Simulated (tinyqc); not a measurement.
# Trap density from the leakage

Problem. Trap-assisted leakage is J = q Nt times the integral over x of the rate through one trap. Find Nt, the areal density Nt t and the mean in-plane spacing (Nt t)^(-1/2).

Inputs (values chosen for the exercise):
- t = 3.9 nm (thickness)

Constants: q = 1.602176634e-19 C. Results are converted to the units shown.

J = 6.1542291e-5 A/cm^2
integral of the rate over x = 2400.7298 nm/s

Answer. J is proportional to Nt.

Nt = 1.60e18 cm^-3
Nt t = 6.24e11 cm^-2
in-plane spacing = 12.7 nm

Program tinyqc, `OMP_NUM_THREADS=1 python tinyqc.py 2370076 2370077 out.jsonl`; Intel Xeon 2.30GHz, shared host, one thread, about 0.04 s.
